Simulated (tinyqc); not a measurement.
Reset of a mushroom phase-change cell, hemispherical electro-thermal model: one step of the calculation.

Current spreads from a hemispherical contact of radius r0 into a large dome with constant rho and ka: j = I/(2 pi r^2). With s = r0/r the steady rise is T - T0 = c (b s - s^2), c = I^2 rho/(8 pi^2 ka r0^2). The heat lost through the heater, (T(r0) - T0)/Rh, fixes b = (2 + g)/(1 + g), g = 1/(2 pi ka r0 Rh).

Task. Constants and melting current. The peak lies at s = b/2 with the rise c b^2/4; melting starts at the current where that equals Tm - T0, and the molten shell spans the roots of s^2 - b s + (Tm - T0)/c = 0 (s at most 1). Electrical resistance rho/(2 pi r0).

Inputs (values chosen for the exercise); values of the order of Ge-Sb-Te and related chalcogenides: ambient temperature T0 = 300 K; melting point Tm = 883 K; radius of the heater contact r0 = 24 nm; resistivity of the hot chalcogenide rho = 7.9 mohm cm; its thermal conductivity ka = 1.49 W/(m K); thermal resistance of the path through the heater Rh = 20 K/uW.

Find: g; b; resistance; radius of the peak; melting current; power at that current.

Result.

g = 0.2225
b = 1.818
resistance = 0.5239 kohm
radius of the peak = 26.40 nm
melting current = 778.0 uA
power at that current = 317.1 uW

Range of the model: Constant properties, no latent heat, thermoelectric terms, boundary resistance or heating in the heater itself.

Numbers from tinyqc (`OMP_NUM_THREADS=1 python tinyqc.py 2490034 2490035 out.jsonl`; about 0.01 s on one thread of a shared Intel Xeon 2.30GHz).
